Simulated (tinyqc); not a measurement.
# Length offset and series resistance from crossing lines

Inverse problem. R_total = Rs + k (L - dL)/Vo with constant Rs, dL and k. Find k, dL and Rs.

R_total at (L, Vo) = (45, 0.36), (135, 0.36), (45, 0.75) and (135, 0.75), L in nm and Vo in V (ohm um): [379.33333, 979.33333, 249.68000, 537.68000]

Solution. At each overdrive R is a straight line in L with slope k/Vo; the two lines cross at L = dL, R = Rs.

k = 2.40 ohm um V/nm
dL = 7.60 nm
Rs = 130 ohm um

Computed by the program tinyqc: `OMP_NUM_THREADS=1 python tinyqc.py 2282239 2282240 out.jsonl`, one thread of a shared Intel Xeon 2.30GHz, about 0.04 s for the whole run.
